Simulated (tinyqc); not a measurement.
# A particle near a wafer in liquid: double-layer and van der Waals forces (DLVO), deposition barrier and removal, step by step

A worked calculation. Computed by tinyqc, a small Python program that keeps every step. Command: `OMP_NUM_THREADS=1 python tinyqc.py 3111738 3111739 out.jsonl dlvo walk`. One thread of a shared host (Intel(R) Xeon(R) Processor @ 2.30GHz), about 0.01 s of CPU time with the checks. Intermediate numbers are printed to about 6 digits and carried at full precision; extremes and crossings named in words are read from the listed rows.

Sphere and flat wall, Derjaguin approximation, constant potentials in the linear-superposition form, no retardation and no hydration force.

Inputs (values chosen for the exercise, of the order of those for alumina on silica in water):
```
quantity                             value   unit
particle radius R                       86     nm
Hamaker constant A                 1.3e-20      J
potential of the particle psi_1        -12     mV
potential of the wafer psi_2           -63     mV
salt concentration c                 0.041  mol/L
valence z of the symmetric salt          1      -
temperature T                          343      K
dielectric constant of the liquid     63.7      -
gap h                                  1.5     nm
contact distance h0                    0.4     nm
contact radius over R                 0.07      -
viscosity                             0.92  mPa s
```

Constants: e = 1.602176634e-19 C; N_A = 6.02214076e+23 1/mol; eps_0 = 8.8541878128e-12 F/m; k_B = 1.380649e-23 J/K; k_B = 8.617333262e-05 eV/K.

## Screening

kappa^2 = 2 z^2 e^2 N_A (1000 c)/(eps eps_0 k_B T); gamma_i = tanh(z e psi_i/(4 k_B T)); Z = 64 pi eps eps_0 (k_B T/(z e))^2 gamma_1 gamma_2.

kappa = 0.688906 1/nm

Debye length = 1.45158 nm

gamma_1 = -0.101150

gamma_2 = -0.487565

Z = 4.88597 pN

kappa R = 59.2459

Like signs: the double layers repel.

## Energy and force at one gap

U(h) = Z R exp(-kappa h) - A R/(6 h); F(h) = -dU/dh = kappa Z R exp(-kappa h) - A R/(6 h^2), positive for repulsion.

double-layer energy = 31.5711 k_B T

van der Waals energy = -26.2314 k_B T

U(h) = 5.33967 k_B T

F(h) = 20.1828 pN

## The curve

The formulas are those given above.

Against the gap:
```
h (nm)  kappa h  U (k_B T)        F (pN)
0.4      0.2756   -31.0087  -9.44831e+02
0.6      0.4133    -6.8893  -3.26125e+02
1.0      0.6889     5.2066  -4.09813e+01
1.5      1.0334     5.3397   2.01828e+01
2.5      1.7223     0.1138   2.19043e+01
4.0      2.7556    -4.1963   6.75582e+00
7.0      4.8223    -4.9069  -1.47306e+00
12.0     8.2669    -3.2561  -1.21962e+00
20.0    13.7781    -1.9673  -4.65533e-01
40.0    27.5562    -0.9837  -1.16458e-01
```

Caution: in rows where h is not small against R, A R/(6 h) overstates the van der Waals term. Caution: in rows with kappa h below 1 linear superposition is only rough.

## Barrier and secondary minimum

F = 0 reads x^2 exp(-x) = y with x = kappa h and y = A kappa/(6 Z); the left side peaks at x = 2 with 4/e^2 = 0.5413, so roots exist for smaller y: x < 2 is the barrier, x > 2 the secondary minimum.

y = 0.305493

position of the barrier = 1.22236 nm

barrier height = 6.03628 k_B T

position of the secondary minimum = 5.68428 nm

energy at the secondary minimum = -5.15442 k_B T

A barrier of this size slows deposition by roughly exp(barrier). The secondary minimum is deep enough to hold particles loosely.

## Critical salt concentration

The barrier height is zero when U = 0 and F = 0 together: kappa h = 1 and kappa = 6 Z/(e A), e = 2.718282 here; c follows from kappa^2, with the potentials held fixed.

critical kappa = 0.829591 1/nm

critical concentration = 0.0594555 mol/L

## Adding salt

kappa scales as sqrt(c); potentials are held fixed. A dash marks rows without a maximum.

Against the concentration:
```
c (mol/L)  Debye length (nm)  barrier at (nm)  barrier (k_B T)  minimum at (nm)  minimum (k_B T)
5.95e-06             120.496          7.54222          78.1297      1.23649e+03     -2.87207e-02
5.95e-05              38.104          4.35221          70.1123      3.35466e+02     -1.03968e-01
5.95e-04              12.050          2.57191          56.3773      8.75962e+01     -3.87398e-01
2.97e-03               5.393          1.83293          41.6980      3.30186e+01     -9.97018e-01
1.19e-02               2.694          1.42357          24.6736      1.35759e+01     -2.32309e+00
2.97e-02               1.706          1.25725          11.1582      7.21897e+00     -4.16281e+00
5.35e-02               1.271          1.20698           1.7219      4.61627e+00     -6.17726e+00
8.92e-02               0.984          1.24101          -6.5630      2.93574e+00     -8.90990e+00
1.78e-01               0.697                -                -                -                -
```

At low salt the barrier tends to Z R = 88.7 k_B T; it is half of that between 6.0e-4 and 0.0030 mol/L and changes sign at 0.059 mol/L, while the secondary minimum deepens to -6.2 k_B T at 0.9 of that.

## Removing an attached particle

Adhesion F_a = A R/(6 h0^2) [1 + a^2/(R h0)] - kappa Z R exp(-kappa h0), a the contact radius. Drag in a shear flow F_d = 1.7 x 6 pi mu R^2 G, acting at 1.4 R; rolling starts when 1.4 R F_d = a F_a. Wall shear stress = mu G.

van der Waals adhesion = 2391.47 pN

net adhesion F_a = 2171.72 pN

wall shear stress for rolling = 458.170 Pa

shear rate G = 498011 1/s

Checks made by the program: force against a difference of U (relative difference 2e-10).
